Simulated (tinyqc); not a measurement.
# Surface potential of a MOS transistor: implicit equation and explicit approximations: what changes with what

p-type body, charge-sheet picture, depletion and inversion only, full ionisation (an idealisation for deep acceptors), Boltzmann statistics (rough once Na exp(x - xn) passes about Nc/7). In units of Vt: xg = (Vg - Vfb)/Vt, x = psi/Vt, G = gamma/sqrt(Vt), xn = (2 phiF + Vc)/Vt. The implicit equation is (xg - x)^2 = G^2 [x - 1 + exp(x - xn)] for x above about 3. Cox = eps0 eox/tox.

Parameters, values chosen for the exercise; band and dielectric values close to those of silicon:
- T = 250 K (temperature)
- Eg = 1.12 eV (band gap)
- eps_r = 11.5 (relative permittivity)
- Nc = 2.16e19 cm^-3 (conduction-band density of states at T)
- Nv = 2.03e19 cm^-3 (valence-band density of states at T)
- eox = 21.9 (relative permittivity of the gate insulator (close to hafnium oxide))
- tox = 36 nm (insulator thickness)
- Na = 4e16 cm^-3 (acceptor density)
- Vfb = -0.53 V (flat-band voltage)
- Vc = 1 V (channel-body voltage)
- Vg = 1.53 V (gate-body voltage)

Constants: q = 1.602176634e-19 C, kB = 1.380649e-23 J/K, Vt = kB T/q, eps0 = 8.8541878128e-14 F/cm where lengths are in cm. Results are converted to the units shown.

Each table varies one quantity; the others keep the values above.

## Accuracy of the approximations against gate voltage

ni = sqrt(Nc Nv) exp(-Eg/(2 Vt)), Eg in volts; phiF = Vt ln(Na/ni); gamma = sqrt(2 q eps0 eps_r Na)/Cox; VT = Vfb + Vt (xn + G sqrt(xn - 1)). Depletion value a = 1 + [sqrt(G^2/4 + xg - 1) - G/2]^2; inversion value b = xn + ln[(xg - xn)^2/G^2 - xn + 1] and first guess y = min(a, b) - ln(1 + exp(-|a - b|)) if a > xn + 1, else b = y = a; one second-order correction with D = exp(y - xn), p = 2 (xg - y) + G^2 (1 + D), w = (xg - y)^2 - G^2 (y - 1 + D): z = y + 2 w/(p + sqrt(p^2 - 2 (2 - G^2 D) w)), or the Newton step z = y + w/p where the root is not real. N_inv = (Cox Vt G/q) [sqrt(x - 1 + exp(x - xn)) - sqrt(x - 1)] at the root. Lambert form (Cox m Vt/q) W0[(G/(2 m sqrt(xn - 1))) exp((Vg - VT)/(m Vt))], m = 1 + G/(2 sqrt(xn - 1)). Errors under 1e-4 mV, and the linear form below VT, are printed as 0.

Results:
```
Vg (V)  psi (V)    x - xn  error of y (mV)  error of z (mV)  N_inv (cm^-2)  Cox (Vg - VT)/q (cm^-2)  Lambert form (cm^-2)
1.21     1.4835   -17.022                0                0         257.29                        0                214.68
1.41     1.6679   -8.4663          3.46e-4                0       1.2597e6                        0              1.1760e6
1.61     1.8513  0.049850             1.64         -1.19e-4       5.9499e9                 9.8434e9              5.9686e9
1.81     1.9429    4.2982             16.5             4.45      3.4680e11                6.8222e11             3.5847e11
2.01     1.9689    5.5061             10.8           -0.728      9.2502e11                1.3546e12             9.5436e11
2.21     1.9841    6.2117             8.27           -0.282      1.5424e12                2.0270e12             1.5870e12
2.61     2.0037    7.1231             5.91          -0.0916      2.8162e12                3.3717e12             2.8851e12
2.81     2.0109    7.4562             5.22          -0.0615      3.4626e12                4.0441e12             3.5414e12
```

Estimate the missing row, Vg = 2.41 V.

Computed row:
```
Vg (V)  psi (V)  x - xn  error of y (mV)  error of z (mV)  N_inv (cm^-2)  Cox (Vg - VT)/q (cm^-2)  Lambert form (cm^-2)
2.41     1.9951  6.7212             6.85           -0.149      2.1751e12                2.6993e12             2.2327e12
```

With this row back in the table: psi rises from 1.48 to 2.01 V and ends 7.5 Vt above 2 phiF + Vc. Among the rows the first guess is off by at most 17 mV (at Vg = 1.81 V) and the corrected value by at most 4.5 mV. In the last row the linear form is 17 % above N_inv and the Lambert form 2.3 % above it; in the first row the Lambert form is 17 % below it. For Vg = 2.01, 2.21, 2.41, 2.61, 2.81 the electron quasi-Fermi level lies less than 2 Vt below the band edge at the surface, or above it, where degeneracy and confinement, left out, matter.

## Effect of the channel-body voltage at fixed gate voltage

Same model as above.

Effect of the channel-body voltage at fixed gate voltage:
```
Vc (V)  psi (V)  x - xn  error of y (mV)  error of z (mV)  N_inv (cm^-2)  Cox (Vg - VT)/q (cm^-2)  Lambert form (cm^-2)
0         1.001   7.013             6.06          -0.0994       2.853e12                 3.418e12              2.944e12
0.2       1.192   6.583             7.08           -0.167       2.146e12                 2.671e12              2.217e12
0.4       1.380   6.026             8.69           -0.334       1.455e12                 1.932e12              1.505e12
0.6       1.563   5.214             11.8            -1.02       7.871e11                 1.198e12              8.157e11
0.8       1.727   3.563             17.1            -5.23       1.883e11                 4.675e11              1.948e11
1         1.779  -3.318           0.0578                0        2.099e8                        0               2.053e8
1.2       1.779  -12.60                0                0        1.956e4                        0               1.765e4
1.4       1.779  -21.88                0                0          1.818                        0                 1.481
```

What does the comparison show?

As Vc goes from 0 to 1.4, psi rises from 1.00 to 1.78 V, x - xn falls from 7.01 to -21.9 and N_inv falls from 2.85e12 to 1.82 cm^-2. The Lambert form lies between 0.815 and 1.04 times N_inv. psi follows Vc only while the surface is inverted; once x falls below xn it settles at the depletion value. For Vc = 0, 0.2, 0.4, 0.6 the electron quasi-Fermi level lies less than 2 Vt below the band edge at the surface, or above it, where degeneracy and confinement, left out, matter.

Program tinyqc, `OMP_NUM_THREADS=1 python tinyqc.py 2122121 2122122 out.jsonl`; Intel Xeon 2.30GHz, shared host, one thread, about 0.01 s.
